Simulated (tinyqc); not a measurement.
# Changing the layer thickness h

Model: elastic strain and critical thickness of a cubic alloy layer A(1-x)B(x) on a thick substrate. Computed by tinyqc, a small Python program. Command: `OMP_NUM_THREADS=1 python tinyqc.py 3015855 3015856 out.jsonl misfit sweep`. One thread of a shared host (Intel(R) Xeon(R) Processor @ 2.30GHz), about 0.01 s of CPU time with the checks.

Strain is positive in tension. The layer is coherent with the substrate unless said otherwise.

Inputs (values chosen for the exercise, modelled on GaAs(1-x)P(x) on GaAs):
```
quantity                        value      unit
fraction x of B                  0.36         -
lattice constant a_A            5.653  angstrom
lattice constant a_B            5.451  angstrom
substrate lattice constant a_S  5.653  angstrom
start of the iteration h0/b      1000         -
```

Growth plane: (001). Layer: uncapped. Misfit dislocation: 60-degree.

C11, C12, C44 of A (GPa): 118.6  54.29  58.8

C11, C12, C44 of B (GPa): 141.9  60.95  70.05

Method:
- a = (1 - x) a_A + x a_B, the same rule for each C_ij; misfit f = (a_S - a)/a, the in-plane strain of the coherent layer.
- (001): D = 2 C12/C11, M = C11 + C12 - 2 C12^2/C11. The free surface carries no normal stress, so e_perp = -D f; dV/V = 2 f + e_perp; stress = M f; energy per area = M f^2 h (1 GPa nm = 1 J/m^2).
- Voigt averages: G = (C11 - C12 + 3 C44)/5, B = (C11 + 2 C12)/3, nu = (3 B - 2 G)/(2 (3 B + G)); b = a/sqrt(2). The 60-degree dislocation has cos alpha = 1/2, and cos lambda = 1/2 on (001).
- Matthews-Blakeslee: h_c = A [ln(h_c/b) + 1], A = b (1 - nu cos^2 alpha)/(8 pi |f| (1 + nu) cos lambda), the factor 8 pi being that of an uncapped layer.
- Start at h0, put the right side back in, and stop when the change is below 1e-9 h or h turns negative.
- For h > h_c the same force balance gives the strain left, |e| = |f| A [ln(h/b) + 1]/h, and below h_c e = f; relaxation = 1 - e/f; dislocations per length across each line direction = (|f| - |e|)/(b cos lambda).

One run for each value; columns: (1) layer thickness h (nm); (2) strain left e; (3) relaxation (%); (4) dislocation line density (1/micrometre); (5) strain energy per area (J/m^2):
```
(1)        (2)     (3)     (4)         (5)
2     0.013032   0.000   0.000  4.5195e-02
4.3   0.013032   0.000   0.000  9.7169e-02
9.3   0.010714  17.784  11.746  2.1016e-01
20    0.005899  54.732  36.152  4.5195e-01
43    0.003170  75.673  49.984  9.7169e-01
93    0.001664  87.228  57.616  2.1016e+00
200   0.000866  93.357  61.664  4.5195e+00
430   0.000445  96.583  63.795  9.7169e+00
930   0.000226  98.268  64.908  2.1016e+01
2000  0.000114  99.124  65.474  4.5195e+01
```

Describe and explain the trends.

Over the rows, strain left e falls from 0.0130 to 1.14e-4, flat over part of the range; relaxation (%) rises from 0 to 99.1, flat over part of the range; dislocation line density (1/micrometre) rises from 0 to 65.5, flat over part of the range. The exponent of strain energy per area stays at 1: the energy density is uniform. Relaxation sets in between 4.30 and 9.30 nm, and reaches 99.1 % at the largest thickness. The energy column is that of the coherent layer. Real layers relax later, as dislocations must nucleate and glide.

Extremes, crossings and ranges named in words are read from the listed rows.
